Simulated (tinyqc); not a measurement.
A particle near a wafer in liquid: double-layer and van der Waals forces (DLVO), deposition barrier and removal: one step, computed by the program tinyqc. Command: `OMP_NUM_THREADS=1 python tinyqc.py 3112886 3112887 out.jsonl dlvo walk`. One thread of a shared host (Intel(R) Xeon(R) Processor @ 2.30GHz), about 0.01 s of CPU time with the checks.

Sphere and flat wall, Derjaguin approximation, constant potentials in the linear-superposition form, no retardation and no hydration force.

Problem. Removing an attached particle. Adhesion F_a = A R/(6 h0^2) [1 + a^2/(R h0)] - kappa Z R exp(-kappa h0), a the contact radius. Drag in a shear flow F_d = 1.7 x 6 pi mu R^2 G, acting at 1.4 R; rolling starts when 1.4 R F_d = a F_a. Wall shear stress = mu G.

Inputs (values chosen for the exercise, of the order of those for polymer latex on silicon in water):
```
quantity                 value   unit
particle radius R          460     nm
Hamaker constant A     1.3e-20      J
temperature T              293      K
contact distance h0        0.4     nm
contact radius over R     0.13      -
viscosity                 0.71  mPa s
```

kappa = 0.2685352 1/nm

Z = 18.07845 pN

Give: van der Waals adhesion; net adhesion F_a; wall shear stress for rolling; shear rate G.

Solution.

van der Waals adhesion = 1.273e+05 pN

net adhesion F_a = 1.253e+05 pN

wall shear stress for rolling = 1716 Pa

shear rate G = 2.417e+06 1/s
